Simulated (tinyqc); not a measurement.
Ionisation potential and affinity of a slab from the planar-averaged potential: sweeps and comparisons. A value that a table varies takes the place of the one given here.

A model of the planar-averaged electrostatic energy of an electron in a periodic cell of N1 periods of A (L1 = N1 n1 h) and N2 periods of vacuum (L2 = N2 n2 h), on z_j = j h: V(z) = f VA + (1 - f) VB + F t(z), VA = V1[0] + V1[1] cos(2 pi z/(n1 h)) + V1[2] cos(4 pi z/(n1 h)), VB the same with V2, n2 and z - L1. f = [tanh(z/w) - tanh((z - L1)/w) + tanh((z - L1 - L2)/w)]/2 + 1/2; t(z) = z - L1/2 in A and (L1/L2)(L1 + L2/2 - z) beyond, so that the cell is periodic.

Running mean over n points, periodic: for odd n the plain mean of the n points centred on j; for even n the n + 1 points with half weight at both ends. The macroscopic average applies the mean over n1 points and then over n2 points.

Values chosen for the exercise (gap near that of InAs; shifted at random, so the results belong to these values and not to a real crystal):

| symbol | value | unit | meaning |
|---|---|---|---|
| h | 0.3 | angstrom | grid step |
| n1 | 6 |  | grid points per period of A |
| n2 | 7 |  | grid points per period of the vacuum filter |
| V1 | (-10.61, 1.43, -0.89) | eV | mean and two harmonics of the potential in A |
| V2 | (0, 0, 0) | eV | the same in vacuum |
| w | 0.34 | angstrom | width of the interfaces |
| N1 | 5 |  | periods of A |
| N2 | 5 |  | periods of vacuum |
| F | 0 | eV/angstrom | slope in A from opposite charges on the two interfaces |

## How thick the regions must be

N1 = N2 = N, no slope (F = 0); dV is read at j = floor(N n1/2) and N n1 + floor(N n2/2). The exact value is V2[0] - V1[0].

Results:

| N | L1 (angstrom) | dV (eV) | error (meV) |
|---|---|---|---|
| 1 | 1.80 | 4.8522 | -5757.82 |
| 2 | 3.60 | 10.2785 | -331.54 |
| 3 | 5.40 | 10.6074 | -2.64 |
| 4 | 7.20 | 10.6100 | -0.01 |
| 5 | 9.00 | 10.6100 | 0.00 |
| 6 | 10.80 | 10.6100 | 0.00 |

The error is below 10 meV from N = 3 on. The two windows together span 3.90 angstrom and must fit between the interface tails, which fall as exp(-2 z/w); the errors at N = 2, 3 and 4 are -331.54, -2.64 and -0.01 meV.

## The choice of windows

dV read at j = 15 and 47 after means over the numbers of points listed; ripple is the spread over the five points around each.

Results:

| windows | dV (eV) | ripple in A (meV) | ripple in vacuum (meV) |
|---|---|---|---|
| none | 12.930 | 3480 | 0 |
| 6 only | 10.610 | 0 | 0 |
| 7 only | 10.533 | 204 | 0 |
| 7, 8 | 10.656 | 69 | 0 |
| 6, 7 | 10.610 | 0 | 0 |

Which rows can be used, and how does a wrong window show?

The last row matches both periods and lies 0 meV from the value of a thick cell, V2[0] - V1[0] = 10.610 eV. Against it the raw potential errs by +2.32 eV. Within 20 meV of it lie: 6 only. A window one point too long leaves a ripple of 204 meV in A, against 0 meV in the last row: the ripple is the sign to look for. Rows to use, with under 30 meV of ripple in both regions once the tilt is taken off: 6 only and 6, 7. A row with a large ripple can hit the right value only by chance.

tinyqc: `OMP_NUM_THREADS=1 python tinyqc.py 1851001 1851002 out.jsonl`; about 0.01 s, one thread, shared Intel(R) Xeon(R) Processor @ 2.30GHz.
